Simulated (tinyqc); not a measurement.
One-sided p+-n junction, ionisation integral and breakdown: two steps of the calculation.

A p+ layer at x < 0 and an n drift layer from x = 0. Depletion approximation, built-in voltage neglected. Local ionisation coefficients alpha_n = an exp(-(bn/E)^mx), alpha_p = ap exp(-(bp/E)^mx). Electrons move towards +x, holes towards x = 0.

Inputs (values chosen for the exercise); material values close to those of silicon:
```
symbol,value,unit,meaning
eps_r,11.9,,relative permittivity
an,6.66e5,1/cm,prefactor of the electron ionisation coefficient
bn,1.22e6,V/cm,field constant for electrons
ap,1.59e6,1/cm,prefactor of the hole ionisation coefficient
bp,1.98e6,V/cm,field constant for holes
mx,1,,exponent
N,6.2e14,cm^-3,donor density of the drift layer
V,318,V,reverse voltage
fr,0.6,,share of the depleted width that the grid covers
```

Constants: q = 1.602176634e-19 C, eps0 = 8.8541878128e-14 F/cm where lengths are in cm. Results are converted to the units shown.

Question 1. Field and ionisation coefficients on a grid. W = sqrt(2 eps0 eps_r V/(q N)), peak field E0 = q N W/(eps0 eps_r), falling linearly to 0 at W. Grid: 12 equal steps from 0 to fr W.

Find: W; x; E; alpha_n; alpha_p.

Answer 1.

W = 25.973 um

```
point  x (um)  E (kV/cm)  alpha_n (1/cm)  alpha_p (1/cm)
0       0.000     244.87          4567.7          489.43
1       1.299     232.62          3514.1          319.79
2       2.597     220.38          2625.9          199.30
3       3.896     208.14          1896.1          117.48
4       5.195     195.89          1314.5          64.829
5       6.493     183.65          867.84          33.047
6       7.792     171.41          539.96          15.300
7       9.091     159.16          312.31          6.2918
8      10.389     146.92          164.88          2.2313
9      11.688     134.68          77.506         0.65536
10     12.987     122.43          31.327         0.15066
11     14.285     110.19          10.353        0.024981
12     15.584     97.947          2.5944       0.0026433
```

Question 2. Ionisation integrals by the trapezoid rule. G(x) = integral from 0 to x of (alpha_n - alpha_p); I_n = integral of alpha_n exp(-G) (electrons injected at x = 0), I_p = integral of alpha_p exp(G(end) - G) (holes injected at the far edge); M = 1/(1 - I). All integrals by the trapezoid rule on the grid.

```
point     x (um)  alpha_n (1/cm)  alpha_p (1/cm)
0       0.000000       4567.7023       489.43427
1       1.298660       3514.1057       319.79223
2       2.597319       2625.9000       199.29903
3       3.895979       1896.0723       117.48492
4       5.194639       1314.4791       64.828905
5       6.493299       867.83862       33.046600
6       7.791958       539.96427       15.299559
7       9.090618       312.31108       6.2918377
8      10.389278       164.88462       2.2313064
9      11.687937       77.505986      0.65536468
10     12.986597       31.327183      0.15065780
11     14.285257       10.353380     0.024981196
12     15.583916       2.5943772    0.0026432622
```

Find: G; alpha_n exp(-G); I_n; I_p; M_n; M_p.

Answer 2.

```
point       G  alpha_n exp(-G) (1/cm)
0      0.0000                  4567.7
1      0.4722                  2191.4
2      0.8372                  1136.8
3      1.1103                   624.7
4      1.3069                   355.8
5      1.4423                   205.2
6      1.5305                   116.9
7      1.5845                    64.0
8      1.6149                    32.8
9      1.6304                    15.2
10     1.6375                     6.1
11     1.6402                     2.0
12     1.6410                     0.5
```

I_n = 0.91360
I_p = 0.40189
M_n = 11.574
M_p = 1.6719

Numbers from tinyqc (`OMP_NUM_THREADS=1 python tinyqc.py 2120138 2120139 out.jsonl`; about 0.05 s on one thread of a shared Intel Xeon 2.30GHz).
